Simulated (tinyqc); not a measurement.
# Barrier from its over-barrier resonances

Inverse problem. A flat barrier of width d = 0.5 nm between equal leads transmits fully where k d = n pi, that is at E_n = U + C (n pi/d)^2/m, C = hbar^2/(2 m0), whatever the lead mass. Find m and U.

Constants: q = 1.602176634e-19 C, hbar = 1.054571817e-34 J s, m0 = 9.1093837015e-31 kg, hbar^2/(2 m0) = 0.0380998212 eV nm^2. Results are converted to the units shown.

energies of resonances n = 1 and 2 (eV): 6.1708172  22.883269

Solution. The spacing is 3 C (pi/d)^2/m, which gives m; either energy then gives U.

m = 0.2700 m0
U = 0.6000 eV

Numbers from tinyqc (`OMP_NUM_THREADS=1 python tinyqc.py 2560102 2560103 out.jsonl`; about 0.01 s on one thread of a shared Intel Xeon 2.30GHz).
